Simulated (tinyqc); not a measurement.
Worked calculation: heat flow across a film from the phonon Boltzmann equation in the relaxation-time approximation. Computed by tinyqc, a small Python program that keeps every step. Command: `OMP_NUM_THREADS=1 python tinyqc.py 3003851 3003852 out.jsonl slabbte walk`. One thread of a shared host (Intel(R) Xeon(R) Processor @ 2.30GHz), about 0.02 s of CPU time with the checks. Intermediate numbers are printed to about 7 digits and carried at full precision; extremes and crossings named in words are read from the listed rows.

Two black walls, hot at x = 0 and cold at x = L, emit phonons isotropically. For one free path Lambda, with tau = x/Lambda, tau_L = L/Lambda and phi = (T - T_cold)/Delta T, energy balance gives phi(tau) = (1/2) [E2(tau) + int_0^tau_L phi(s) E1(|tau - s|) ds]; E_n are the exponential integrals. The flux over the ballistic flux C v Delta T/4 is psi = 1 - 2 int_0^tau_L phi(s) E2(s) ds, and kappa_eff/kappa = (3/4) tau_L psi. kappa = C v Lambda/3 is an input, so at fixed kappa a longer free path means a smaller C v.

Inputs (values chosen for the exercise, modelled on gallium oxide):
```
quantity                             value     unit
bulk conductivity kappa               22.7  W/(m K)
film thickness L                       3.2       nm
wall temperature difference Delta T    3.6        K
free path Lambda_1                      19       nm
free path Lambda_2                     240       nm
share f_2 of kappa                    0.17        -
free path Lambda_3                    1800       nm
share f_3 of kappa                    0.25        -
cells n in the small system              6        -
```

Free-path groups: three.

## The small linear system for Lambda_1

Cut the film into n equal cells with constant phi, collocated at the centres c_i: the kernel integrates to A_ij = |E2(|c_i - e_j|) - E2(|c_i - e_(j+1)|)|/2 for cell edges e_j, and A_ii = 1 - E2(half a cell); solve (1 - A) phi = E2(c)/2; psi = 1 - 2 sum_j phi_j [E3(e_j) - E3(e_(j+1))].

optical thickness tau_L = 0.1684211

1 - A:
```
            1           2           3           4           5           6
1   0.9340915  -0.0430725  -0.0332442  -0.0278504  -0.0241592  -0.0213842
2  -0.0430725   0.9340915  -0.0430725  -0.0332442  -0.0278504  -0.0241592
3  -0.0332442  -0.0430725   0.9340915  -0.0430725  -0.0332442  -0.0278504
4  -0.0278504  -0.0332442  -0.0430725   0.9340915  -0.0430725  -0.0332442
5  -0.0241592  -0.0278504  -0.0332442  -0.0430725   0.9340915  -0.0430725
6  -0.0213842  -0.0241592  -0.0278504  -0.0332442  -0.0430725   0.9340915
```

right-hand side E2(c)/2: 0.4670458  0.4239732  0.3907290  0.3628786  0.3387193  0.3173351

flux weights E3(e_j) - E3(e_(j+1)): 0.02629529  0.02382324  0.02194796  0.02038065  0.01902226  0.01782042

## Temperature profile and flux in the small system

In short, (1 - A) phi = b and psi = 1 - 2 sum_j w_j phi_j, with b the right-hand side and w_j the flux weights; the cells divide 0 to tau_L.

phi at the cell centres: 0.5793401  0.5460282  0.5151515  0.4848485  0.4539718  0.4206599

psi, small system = 0.8688759

## Fine solution for Lambda_1

Use 150 and 300 cells and extrapolate psi = (4 psi(300) - psi(150))/3. The jump at the hot wall is 1 - phi there (linear extrapolation from the first two of 300 cells). Two-flux (diffusion with slip) formula: psi = 1/(1 + 3 tau_L/4).

psi for Lambda_1 = 0.8688055

kappa_eff/kappa for Lambda_1 = 0.1097438

jump at the wall / Delta T for Lambda_1 = 0.4000297

psi, two-flux formula = 0.8878505

The small system misses psi by +0.01 % and the two-flux formula by +2.2 %. For Lambda_1 alone: Transport is nearly ballistic: most of Delta T drops at the two walls.

## Conductivity, flux and boundary resistance of the film

Each group is solved on its own with 150 and 300 cells, psi = (4 psi(300) - psi(150))/3, and weighted by its share of kappa (f_1 is what the others leave); exchange of energy between groups inside the film is left out. Flux J = kappa_eff Delta T/L; apparent boundary resistance per wall (L/kappa_eff - L/kappa)/2.

kappa_eff = 1.490534 W/(m K)

kappa_eff/kappa = 0.06566230

flux J = 1.676851 GW/m^2

apparent resistance per wall = 1.002956 m^2 K/GW

Caution: below about 10 nm the film nears the phonon wavelength, and a particle picture fails.

## Exact and approximate size effects

Two-flux: kappa_eff/kappa = sum f_i/(1 + 4 Lambda_i/(3 L)). Matthiessen with the thickness: sum f_i/(1 + Lambda_i/L). Ballistic limit: sum f_i 3 L/(4 Lambda_i).

Kappa_eff/kappa:
```
L (nm)   Boltzmann    two-flux  Matthiessen  ballistic limit
0.57    0.01304560  0.01312447   0.01737514       0.01341219
1.9     0.04103235  0.04166629   0.05432615       0.04470729
4.8     0.09298061  0.09540070    0.1209730        0.1129447
11       0.1766599   0.1823865    0.2216354        0.2588317
28       0.3121740   0.3210612    0.3671224        0.6588443
76       0.4673017   0.4752999    0.5150140         1.788292
190      0.5871813   0.5934378    0.6262584         4.470729
480      0.6892828   0.6945901    0.7238807         11.29447
```

The two-flux formula lies above the Boltzmann result by at most about 3.2 % (at L = 11 nm); the Matthiessen form is high by up to 33 %, since it misses the factor 3/4 of the ballistic limit. The thinnest film reaches 97 % of that limit, and the thickest, 25 Lambda_1, only 69 % of the bulk value: the long free paths keep the size effect alive far beyond Lambda_1. Rows below about 10 nm are near the phonon wavelength, where a particle picture fails.

Checks made by the program: symmetry phi(tau) + phi(tau_L - tau) = 1 (relative difference below 1e-10); thick-film limit psi = 1/(3 tau_L/4 + 1.0657) at tau_L = 20 (relative difference 2e-04).
